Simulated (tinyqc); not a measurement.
Inside a calculation. Model: Stoner model of a band magnet at zero temperature. Computed by tinyqc, a small Python program that keeps every step. Command: `OMP_NUM_THREADS=1 python tinyqc.py 3003737 3003738 out.jsonl stoner walk`. One thread of a shared host (Intel(R) Xeon(R) Processor @ 2.30GHz), about 0.01 s of CPU time with the checks. Intermediate numbers are printed to about 7 digits and carried at full precision; extremes and crossings named in words are read from the listed rows.

Five orbitals per spin share one band; u = (E - E_bottom)/W runs from 0 to 1, and the states per spin, atom and energy are g = 5 d(u)/W with d = (8/pi) sqrt(u (1 - u)). N(u) is the integral of d from 0. The moment m = n_up - n_down (electrons per atom) moves the fillings to n +/- m/10; the energy is E(m) = E_band(m) - I m^2/4.

Inputs (values chosen for the exercise, for a model d band): band width W = 3.2 eV; filling n per spin orbital = 0.85; Stoner parameter I = 0.722 eV; start moment m0 = 0.48 mu_B; largest number of steps = 600.

Density of states: semi-elliptic.

Constants: k_B = 8.617333262e-05 eV/K.

## The paramagnetic state

Solve N(u_F) = n; g_F = 5 d(u_F)/W; the Stoner product is I g_F.

u_F = 0.7925687

g_F = 1.613302 1/eV

Stoner product I g_F = 1.164804

I g_F > 1: the paramagnet is unstable.

## Fixed-moment scan

For a moment m the Fermi levels of the two spins lie W [u(n + m/10) - u(n - m/10)] =: Delta apart; gbar = m/Delta is the mean density of states between them. A solution has I gbar = 1, is stable where gbar falls with m, or sits at saturation m_max = 10 min(n, 1 - n) if I gbar > 1 there. E_band(m) = 5 W [e(n + m/10) + e(n - m/10) - 2 e(n)], e = integral of u d(u) up to the Fermi level.

Against the moment:
```
m (mu_B)  Delta (eV)    I gbar  E(m) - E(0) (meV)
0.075       0.046496  1.164612           -0.14358
0.225       0.139674  1.163063           -1.28702
0.450       0.280648  1.157679           -5.07612
0.675       0.424481  1.148107          -11.13733
0.900       0.573448  1.133146          -19.03109
1.125       0.731712  1.110068          -27.97426
1.350       0.910556  1.070445          -36.41760
1.500       1.088494  0.994953          -39.63374
```

I gbar runs between 0.995 and 1.165; the energy falls with m where it exceeds 1 and rises where it is below. The lowest row is m = 1.50, below the paramagnet.

## Self-consistent moment

Split the bands by Delta = I m, find the common Fermi level that keeps 10 n electrons, and read m(out) = 5 [N(u + Delta/(2W)) - N(u - Delta/(2W))], N clipped to 0 and 1. Start from m0 (at most 0.9 m_max, m_max = 10 min(n, 1 - n)); stop when m changes by less than 1e-8; moments under 1e-5 count as 0.

Iteration:
```
step  m in (mu_B)  Delta (eV)  m out (mu_B)
1        0.480000    0.346560      0.553840
2        0.553840    0.399873      0.636949
3        0.636949    0.459877      0.729341
4        0.729341    0.526584      0.830333
5        0.830333    0.599501      0.938206
...           ...         ...           ...
19       1.498569    1.081967      1.498571
20       1.498571    1.081969      1.498572
21       1.498572    1.081969      1.498572
22       1.498572    1.081969      1.498572
23       1.498572    1.081969      1.498572
```

moment m = 1.498572 mu_B

last change of m = 5.737086e-09

Both spin bands cross the Fermi level (a weak ferromagnet).

## Energy, splitting and spin polarisation

Exchange splitting = I m; P = (g_up - g_down)/(g_up + g_down) at the Fermi level, with d = 0 for a full or empty band. The Stoner temperature scale is I m/(4 k_B).

E(m) - E(0) = -39.63526 meV

exchange splitting = 1.081969 eV

spin polarisation P = -0.8307942

Stoner temperature scale = 3138.932 K

Minority electrons dominate at the Fermi level. Real Curie points lie far below such a temperature, since the moments disorder in direction long before they vanish.

Checks made by the program: the moment against the condition I gbar = 1 (relative difference 4e-09).
